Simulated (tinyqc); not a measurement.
Worked calculation: free and nearly free electrons in a metal. Values are carried at full precision from step to step, so a last printed digit may differ when a step is redone from the rounded ones.

The cubic cell holds 4 atoms: n = 4 z/a^3, kF = (3 pi^2 n)^(1/3), EF = c kF^2/m, vF = 2 c kF/(m hbar), c = hbar^2/2m0; rs = (3/(4 pi n))^(1/3)/a0; D(EF) = 3 n/(2 EF).

Constants: hbar^2/2m0 = 3.80998211 eV angstrom^2; hbar = 6.58211957e-16 eV s; a0 (Bohr radius) = 0.5291772105 angstrom; kB = 8.617333262e-05 eV/K.

Values chosen for the exercise (near those of Cu, whose d bands this model ignores; the results hold for these values, not for the real material):
- a = 3.631 angstrom (fcc lattice constant)
- z = 1 (free electrons an atom)
- m = 1 m0 (mass)
- rho = 1.83 micro-ohm cm (bulk resistivity)
- T = 290 K
- V = 2 eV (|V_G| for G = (111))
- x = 0.83 (k along G as a share of |G|/2)

## The Fermi sphere

Evaluate the free-electron quantities.

n = 0.08356 1/angstrom^3
kF = 1.3525 1/angstrom
EF = 6.969 eV
vF = 1.566e+06 m/s
rs = 2.681
D(EF) per atom = 0.2152 1/eV

## Relaxation time and mean free path

Drude: 1/rho = n e^2 tau/(m m0) with e = 1.602176634e-19 C and m0 = 9.1093837e-31 kg; mean free path l = vF tau; rho l = hbar kF/(n e^2) = 12 pi^3 hbar/(e^2 S) with S = 4 pi kF^2 does not depend on tau or m.

Use SI units: n in 1/m^3 (1e30 per 1/angstrom^3), rho in ohm m (1e-8 per micro-ohm cm).

tau = 23.21 fs
l = 36.34 nm
rho l = 6.650 1e-16 ohm m^2

Wires lose conductivity to surfaces and grain boundaries, with an excess that scales as rho l over the width and is of the order of rho itself at a width of l = 36 nm.

## Thermal quantities

gamma = (pi^2/3) kB^2 D(EF) per atom, times 96485.33 x 1e3 for mJ/(mol K^2); mu(T) = EF (1 - (pi kB T/EF)^2/12); Wiedemann-Franz kappa = L0 T/rho with L0 = (pi^2/3) (kB/e)^2, kB/e in V/K.

gamma = 0.507 mJ/(mol K^2)
mu - EF = -0.0737 meV
kappa = 387 W/(m K)

## The sphere against the zone faces

Take G = (hkl) 2 pi/a for (111), (200) and (220), with the number of equivalent faces. The Bragg plane of G lies at |G|/2 with |G| = (2 pi/a) sqrt(h^2 + k^2 + l^2). Where kF exceeds it, the sphere cuts the plane in a circle of radius sqrt(kF^2 - G^2/4).

Distance and circle for each G:
```
G      faces  |G|/2 (1/angstrom)  kF/(|G|/2)  circle radius
(111)      8              1.4986      0.9025              -
(200)      6              1.7304      0.7816              -
(220)     12              2.4472      0.5527              -
```

The sphere stays inside the first zone; it reaches 0.903 of the way to the nearest faces.

## Two plane waves near the face

Two plane waves k and k - G, G = (111) (2 pi/a): H = [[c k^2/m, V], [V, c (k - G)^2/m]] with c = hbar^2/2m0.

Build H for k along G, diagonalise, and give the weight of the first wave in the lower state and its velocity along G relative to a free electron, (w k + (1 - w)(k - G))/k.

H (eV):
```
        1        2
1  5.8945   2.0000
2  2.0000  11.7129
```

levels (eV): 5.2733  12.3340

w = 0.9120
v/v_free = 0.7880

The splitting is 7.061 eV here and 2V = 4 eV on the face, where the normal velocity vanishes. There the lower band lies at 6.556 eV, below the free EF of 6.969 eV, so by this test the Fermi surface touches the face (V is large against EF, which it lowers, so the test is rough). The real noble metals have necks on these faces, through a gap of 4 to 5 eV at L and their d bands.

## Checks

- Lower level against the closed form of the 2 x 2 problem (eV): both 5.2733.
- The product rho l against hbar kF/(n e^2) (1e-16 ohm m^2): both 6.650.

Program tinyqc; command `OMP_NUM_THREADS=1 python tinyqc.py 1650165 1650166 out.jsonl`; about 0.01 s on one thread of a shared Intel(R) Xeon(R) Processor @ 2.30GHz.
